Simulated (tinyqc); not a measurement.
Inside a calculation. Method: RKS/LDA (VWN5) in the cc-pvdz basis, for He, spin multiplicity 1. One step of it, computed by the program tinyqc.

Question. Iteration 1: building the Kohn-Sham matrix. J_ij = sum D_kl (ij|kl); F = H + J + V_xc; E = tr D H + tr D J / 2 + E_xc + E_nn.

D at the start, lower triangle:
```
,1He 1s,1He 2s,1He 2px,1He 2py,1He 2pz
1He 1s,1.195448
1He 2s,0.481457,0.193903
1He 2px,0.000000,0.000000,0.000000
1He 2py,0.000000,0.000000,0.000000,0.000000
1He 2pz,0.000000,0.000000,0.000000,0.000000,0.000000
```

core Hamiltonian H = T + V (hartree), lower triangle:
```
,1He 1s,1He 2s,1He 2px,1He 2py,1He 2pz
1He 1s,-1.880253
1He 2s,-1.545789,-1.294671
1He 2px,0.000000,0.000000,0.784997
1He 2py,0.000000,0.000000,0.000000,0.784997
1He 2pz,0.000000,0.000000,0.000000,0.000000,0.784997
```

Two-electron integrals (ij|kl) in chemists' order, unique and non-zero (hartree):
```
i,j,k,l,(ij|kl)
1,1,1,1,1.543036
2,1,1,1,0.784979
2,1,2,1,0.426774
2,2,1,1,0.803460
2,2,2,1,0.475908
2,2,2,2,0.615562
3,1,3,1,0.177307
3,2,3,1,0.142524
3,2,3,2,0.130008
3,3,1,1,1.099799
3,3,2,1,0.627782
3,3,2,2,0.734404
3,3,3,3,1.040531
4,1,4,1,0.177307
4,2,4,1,0.142524
4,2,4,2,0.130008
4,3,4,3,0.063706
4,4,1,1,1.099799
4,4,2,1,0.627782
4,4,2,2,0.734404
4,4,3,3,0.913119
4,4,4,4,1.040531
5,1,5,1,0.177307
5,2,5,1,0.142524
5,2,5,2,0.130008
5,3,5,3,0.063706
5,4,5,4,0.063706
5,5,1,1,1.099799
5,5,2,1,0.627782
5,5,2,2,0.734404
5,5,3,3,0.913119
5,5,4,4,0.913119
5,5,5,5,1.040531
```

nuclear repulsion = 0 hartree

V_xc (hartree), lower triangle:
```
,1He 1s,1He 2s,1He 2px,1He 2py,1He 2pz
1He 1s,-0.899935
1He 2s,-0.431563,-0.372993
1He 2px,0.000000,0.000000,-0.582466
1He 2py,0.000000,0.000000,0.000000,-0.582466
1He 2pz,0.000000,0.000000,0.000000,0.000000,-0.582466
```

E_xc = sum of w rho eps_xc = -1.19166309 hartree

Give: Coulomb J; Kohn-Sham matrix F; total energy of this density.

Answer.

Coulomb J (hartree), lower triangle:
```
,1He 1s,1He 2s,1He 2px,1He 2py,1He 2pz
1He 1s,2.7563
1He 2s,1.4416,1.5381
1He 2px,0.0000,0.0000,2.0617
1He 2py,0.0000,0.0000,0.0000,2.0617
1He 2pz,0.0000,0.0000,0.0000,0.0000,2.0617
```

Kohn-Sham matrix F (hartree), lower triangle:
```
,1He 1s,1He 2s,1He 2px,1He 2py,1He 2pz
1He 1s,-0.0239
1He 2s,-0.5357,-0.1296
1He 2px,0.0000,0.0000,2.2642
1He 2py,0.0000,0.0000,0.0000,2.2642
1He 2pz,0.0000,0.0000,0.0000,0.0000,2.2642
```

total energy of this density = -2.688210 hartree
